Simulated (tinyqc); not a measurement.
Finite-difference solution of the diffusion equation on a small grid. Changing the time step dt. Computed by tinyqc, a small Python program. Command: `OMP_NUM_THREADS=1 python tinyqc.py 3016739 3016740 out.jsonl fdiff sweep`. One thread of a shared host (Intel(R) Xeon(R) Processor @ 2.30GHz), about 0.02 s of CPU time with the checks.

dC/dt = D d2C/dx2 on nodes x_j = j dx, j = 0..8; the far end is sealed.

Inputs (values chosen for the exercise): diffusivity D = 6.9 nm^2/s; grid spacing dx = 25 nm; final time t_f = 4200 s.

Boundary at x = 0: sealed surface. Scheme: Crank-Nicolson.

start values C_j, j = 0, 1, ... (% of a reference): [30.2, 76, 100, 72, 25.7, 3.28, 0, 0, 0]

Method:
- The operator M acts as (M C)_j = C_(j-1) - 2 C_j + C_(j+1); at the sealed far end a mirror node gives 2 C_(N-2) - 2 C_(N-1); at j = 0, a mirror node gives 2 C_1 - 2 C_0.
- r = D dt/dx^2.
- With r = D dt/dx^2: (1 - theta r M) C(new) = (1 + (1 - theta) r M) C(old); theta = 0 explicit, 1 implicit, 1/2 Crank-Nicolson.
- The run takes n = round(t_f/dt) steps of length t_f/n.
- The dose is the trapezoidal sum of C dx; the error is the largest difference from exp(M D t/dx^2) C(0), the exact time evolution on the same grid.

One run for each value:
```
time step dt (s)  largest error at t_f (%)  mesh ratio r  final C_4 (%)  final dose (% nm)
16                               1.752e-05          0.18          36.51               7302
33                               7.007e-05          0.36          36.51               7302
66                               2.799e-04          0.72          36.51               7302
131                              1.114e-03          1.45          36.51               7302
262                              2.300e-02          2.90          36.51               7302
525                              3.378e+00          5.80          35.82               7302
1050                             2.284e+01         11.59          30.25               7302
2100                             3.824e+01         23.18          26.76               7302
```

Describe and explain the trends.

Over the rows, largest error at t_f (%) rises from 1.75e-5 to 38.2 (exponent d ln y / d ln x 2.0 between the first rows and 0.74 between the last). At the low end the exponent of largest error at t_f is 2.00, close to 2: second order in the step.

Extremes, crossings and ranges named in words are read from the listed rows.
